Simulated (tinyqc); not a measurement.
Worked calculation: Haynes-Shockley experiment: drift, diffusion and decay of a minority-carrier pulse. Computed by tinyqc, a small Python program that keeps every step. Command: `OMP_NUM_THREADS=1 python tinyqc.py 3111071 3111072 out.jsonl haynes walk`. One thread of a shared host (Intel(R) Xeon(R) Processor @ 2.30GHz), about 0.02 s of CPU time with the checks. Intermediate numbers are printed to about 6 digits and carried at full precision; extremes and crossings named in words are read from the listed rows.

A thin sheet of excess carriers is made at x = 0, t = 0 in a long uniform bar; injection is low, so the pulse moves with the minority mobility.

Inputs (values chosen for the exercise, modelled on electrons in p-type silicon in a lightly doped bar):
```
quantity                       value         unit
minority mobility mu            1190   cm^2/(V s)
lifetime tau                      68  microsecond
temperature T                    250            K
field F                           12         V/cm
distance d to the collector     0.73           cm
second distance d2               1.3           cm
injected sheet density N0    1.7e+10       1/cm^2
```

Constants: k_B = 8.617333262e-05 eV/K.

## Transport coefficients

D = mu k_B T/e, v = mu F. Transit time d/v, diffusion length sqrt(D tau), drift length v tau, Peclet number v d/D = e F d/(k_B T).

D = 25.6366 cm^2/s

drift velocity v = 14280 cm/s

transit time d/v = 51.1204 microsecond

diffusion length = 417.527 micrometre

drift length v tau = 0.97104 cm

Peclet number = 406.622

The pulse must travel 0.752 drift lengths.

## The signal at the collector

dn(x, t) = N0/sqrt(4 pi D t) exp(-(x - v t)^2/(4 D t) - t/tau). At fixed x the signal peaks where d ln(dn)/dt = 0: a t^2 + t/2 - x^2/(4 D) = 0 with a = v^2/(4 D) + 1/tau. The full width at half maximum is found by solving dn(x, t) = peak/2 on both sides of the peak.

time of the peak t_p = 50.8078 microsecond

peak density = 6.27038e+10 1/cm^3

width at half maximum = 8.38256 microsecond

The peak comes 0.61 % before d/v, since spreading and recombination both weaken the later part of the pulse.

## Shape in time

Times are 0.7, 0.8, 0.9, 0.95, 1, 1.05, 1.1, 1.2 and 1.4 t_p.

Signal at d:
```
t/t_p  t (microsecond)  dn (1/cm^3)      dn/peak
0.70           35.5655  1.25442e+05  2.00055e-06
0.80           40.6463  3.81342e+08  6.08163e-03
0.90           45.7270  2.01791e+10  3.21816e-01
0.95           48.2674  4.79380e+10  7.64515e-01
1.00           50.8078  6.27038e+10  1.00000e+00
1.05           53.3482  4.91807e+10  7.84333e-01
1.10           55.8886  2.48024e+10  3.95548e-01
1.20           60.9694  2.09152e+09  3.33556e-02
1.40           71.1309  5.42632e+05  8.65388e-06
```

At 0.9 and 1.1 t_p the signal is 0.322 and 0.396 of its peak: the trailing side is the wider one.

## Simple reading of the pulse

With w the full width at half maximum: mu = d/(F t_p); D = (w d)^2/(16 ln2 t_p^3); Einstein ratio D/mu against k_B T/e.

apparent mobility = 1197.32 cm^2/(V s)

apparent D = 25.7432 cm^2/s

apparent D/mu = 21.5006 mV

error of mu = 0.615313 %

error of D = 0.415834 %

The true k_B T/e is 21.54 mV.

## Two distances

Differences remove part of the bias: mu = (d2 - d)/(F (t_p2 - t_p)). The time-integrated signal is A(x) = (N0/u) exp(x (v - u)/(2 D)), u = sqrt(v^2 + 4 D/tau); the simple lifetime is tau = (t_p2 - t_p)/ln(A(d)/A(d2)).

t_p2 = 90.5769 microsecond

mobility from two distances = 1194.39 cm^2/(V s)

area ratio A(d)/A(d2) = 1.79664

lifetime from areas = 67.8749 microsecond

Errors: mobility +0.37 % (one distance +0.62 %), lifetime -0.18 %.

## How the errors depend on the field

With w that width: mu = d/(F t_p); D = (w d)^2/(16 ln2 t_p^3). The field is scaled by the factors listed.

Errors of the simple reading:
```
factor  F (V/cm)    v d/D  v^2 tau/(4 D)  error of mu (%)  error of D (%)
0.5          6.0   203.31          33.81          1.96133        0.824543
0.7          8.4   284.64          66.26          1.10373        0.592378
1.0         12.0   406.62         135.22          0.61531        0.415834
1.5         18.0   609.93         304.25          0.32829        0.277574
2.5         30.0  1016.56         845.13          0.15756        0.166615
4.0         48.0  1626.49        2163.54          0.08461        0.104135
7.0         84.0  2846.36        6625.85          0.04268        0.059500
```

The error of mu falls from 1.96 to 0.0427 %. For large v d/D it is about D/(v d) + 2 D/(v^2 tau), here 0.0427 % in the last row: one part from spreading, one from recombination.

Checks made by the program: area of the signal against its closed form (relative difference below 1e-10).
